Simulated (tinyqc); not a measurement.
Equilibrium and kinetic segregation of a solute to boundaries and growing surfaces: one step, computed by the program tinyqc.

Task: How fast the boundary fills. McLean kinetics from a uniform start, fed from both sides, with a constant enrichment beta = theta_inf/x0: (theta - x0)/(theta_inf - x0) = 1 - exp(s^2) erfc(s), s = 2 sqrt(D t)/(beta delta); half filling at s = 0.7691, t = (0.7691 beta delta/2)^2/D. D is an input and does not follow T.

Inputs (values chosen for the exercise, modelled on arsenic in polycrystalline silicon): total solute fraction x0 = 0.00019; temperature T = 1025 K; grain size d = 58 nm; boundary thickness delta = 0.43 nm; bulk diffusivity D = 1.4e-18 m^2/s; anneal time t = 8.8 s.

coverage theta_inf = 0.01708380

Give: s; degree of filling; time to half filling; diffusion length sqrt(D t).

Result:

s = 0.18157

degree of filling = 0.17592

time to half filling = 157.90 s

diffusion length sqrt(D t) = 3.5100 nm

Caution: half of theta_inf exceeds the equilibrium coverage of grains of this size, so half filling is never reached in them. Caution: by the time of half filling the diffusion length reaches across the grain, so the real time is longer or half filling is never reached.
